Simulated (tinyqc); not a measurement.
Implant damage, amorphisation by cascade overlap, and solid-phase epitaxial regrowth: one step, computed by the program tinyqc. Command: `OMP_NUM_THREADS=1 python tinyqc.py 3110139 3110140 out.jsonl sper walk`. One thread of a shared host (Intel(R) Xeon(R) Processor @ 2.30GHz), about 0.01 s of CPU time with the checks.

Range and width of the damage are inputs. Dynamic annealing enters only through the surviving share f.

Task: Overlap model. Gibbons model: a point turns amorphous after n + 1 hits; with y = A_i Q the amorphous share is 1 - exp(-y) sum_(k=0..n) y^k/k!. Doses are set by y.

Inputs (values chosen for the exercise, modelled on arsenic ions in germanium): overlaps needed n = 2; area amorphised by one track A_i = 1.4 nm^2.

Give: the table «Amorphous share» with the columns Q (1/cm^2), direct impact (n = 0), given n, for y = 0.1, 0.3, 0.6, 1.0, 2.0, 3.0, 5.0, 8.0.

Result:

Amorphous share:
```
y    Q (1/cm^2)  direct impact (n = 0)    given n
0.1   7.143e+12                 0.0952  1.547e-04
0.3   2.143e+13                 0.2592  3.599e-03
0.6   4.286e+13                 0.4512  2.312e-02
1.0   7.143e+13                 0.6321  8.030e-02
2.0   1.429e+14                 0.8647  3.233e-01
3.0   2.143e+14                 0.9502  5.768e-01
5.0   3.571e+14                 0.9933  8.753e-01
8.0   5.714e+14                 0.9997  9.862e-01
```

At small y the share grows as y^3; between the first rows the exponent is 2.86.
